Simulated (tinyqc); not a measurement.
Do the excited 1s states matter for ionisation? Model: valley-orbit splitting of a donor ground state, with strain. Computed by tinyqc, a small Python program. Command: `OMP_NUM_THREADS=1 python tinyqc.py 3014638 3014639 out.jsonl valleyorbit walk`. One thread of a shared host (Intel(R) Xeon(R) Processor @ 2.30GHz), about 0.01 s of CPU time with the checks.

The basis is the 1s envelope in each valley; energies are counted from the unstrained conduction-band edge. The strain is e_s (a a^T - 1/3) for the unit stress axis a, so valley j along n_j moves by Xi_u e_s w_j with w_j = (n_j.a)^2 - 1/3: +1/3 for [111] and [-1-11], -1/3 for the others.

Inputs (values chosen for the exercise, modelled on donors in germanium):
```
quantity,value,unit
single-valley binding energy E_0,9.47,meV
central-cell shift Lambda,0.69,meV
coupling Delta_1,0.94,meV
shear deformation potential Xi_u,15.7,eV
donor density N_D,5.1e+15,cm^-3
density-of-states mass of one valley m_e,0.223,m_0
```

Valleys: four along <111>. Stress axis: [110].

Constants: k_B = 8.617333262e-05 eV/K; m_0 = 9.1093837015e-31 kg; k_B = 1.380649e-23 J/K; h = 6.62607015e-34 J s.

Method:
- By symmetry: E(A1) = E_0 + Lambda + 3 Delta_1 (one state), E(T2) = E_0 + Lambda - Delta_1 (three), as binding energies.
- H_jj = -(E_0 + Lambda) + Xi_u e_s w_j; H_jk = -Delta_1 between any two valleys.
- z = sum over levels of exp(-(E - E_ground)/k_B T), the ground-state share being 1/z; N_c = 2 (2 pi m_e k_B T/h^2)^(3/2) sum_j exp(-(shift_j - lowest shift)/k_B T); n1 = N_c/(2 z) exp(-binding/k_B T), binding = lowest shift - E_ground; without compensation n = 2 N_D/(1 + sqrt(1 + 4 N_D/n1)) (Boltzmann statistics; p and higher states left out).
- No strain here. The last two columns set z = 1, with the A1 depth, or use one level at E_0 with z equal to the number of valleys.

E(A1) = 12.98 meV

Ionised share:
```
T (K),z,all 1s states,ground state alone,no splitting
7.5,1.0089,8.7733e-05,8.8124e-05,6.6565e-04
13.0,1.1046,8.8272e-03,9.2752e-03,2.2072e-02
19.0,1.3018,6.5392e-02,7.4256e-02,1.0654e-01
27.0,1.5961,2.2634e-01,2.7652e-01,2.9100e-01
38.0,1.9516,4.8422e-01,5.9754e-01,5.4370e-01
60.0,2.4498,7.9458e-01,8.9388e-01,8.1918e-01
100.0,2.9392,9.4113e-01,9.7836e-01,9.4612e-01
```

What does the comparison show, and why?

z grows from 1.009 to 2.94 of at most 4. Leaving out the excited states overstates the ionised share by up to 23.4 % (at 38.0 K); ignoring the splitting misses by a factor 7.59 at the lowest T and 1.01 at the highest.

Extremes, crossings and ranges named in words are read from the listed rows.
